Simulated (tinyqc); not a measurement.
Sub-threshold conduction and electro-thermal threshold of an amorphous chalcogenide: course of the iteration.

Trap-limited conduction: I = I0 exp(-Ea/kB T) sinh(q V dz/(2 ua kB T)), I0 = 2 q A Nt dz/ta. One lumped temperature T = T0 + Rt I V. The threshold is the largest V for which a steady state exists on the low-current branch.

I at the present T, then T(new) = T0 + Rt I V.

Stop when T changes by less than 1e-7 K; give up above 900 K or after 200 iterations.

Inputs (values chosen for the exercise); values of the order of Ge-Sb-Te and related chalcogenides:

| symbol | value | unit | meaning |
|---|---|---|---|
| T0 | 300 | K | ambient temperature |
| A | 970 | nm^2 | cross-section |
| ua | 36 | nm | amorphous thickness |
| dz | 5.5 | nm | distance between traps |
| Ea | 0.42 | eV | activation energy |
| Nt | 4.9e19 | cm^-3 | trap density |
| ta | 1e-15 | s | attempt time |
| Rt | 3.2 | K/uW | thermal resistance |
| V | 2.18 | V | voltage across the amorphous layer |

Constants: q = 1.602176634e-19 C, kB = 1.380649e-23 J/K. Results are converted to the units shown.

T at the start = 300 K

Course of the iteration:
```
iteration  T(new) (K)   I (uA)  change (K)
1             316.125  2.31150        16.1
2             326.589  3.81148        10.5
3             335.824  5.13528        9.23
4             345.891  6.57847        10.1
5             359.217  8.48871        13.3
6             381.180  11.6371        22.0
7             430.121  18.6526        48.9
8             613.059  44.8766         183
9             2705.10  344.767        2090
```

Did this iteration meet its convergence test, and what does its course show?

No. The temperature runs past 900 K in 9 iterations. V exceeds the threshold of 2.101 V (reached at T = 337.9 K), so no steady state exists on the low branch: this is thermal runaway, not a numerical fault. At V = 2 V the same loop settles at 313.6 K; the branch beyond the threshold is reached by fixing T or I instead of V.

Range of the model: Purely electronic switching mechanisms, filaments and series resistance are left out.

Computed by the program tinyqc: `OMP_NUM_THREADS=1 python tinyqc.py 2490118 2490119 out.jsonl`, one thread of a shared Intel Xeon 2.30GHz, about 0.01 s for the whole run.
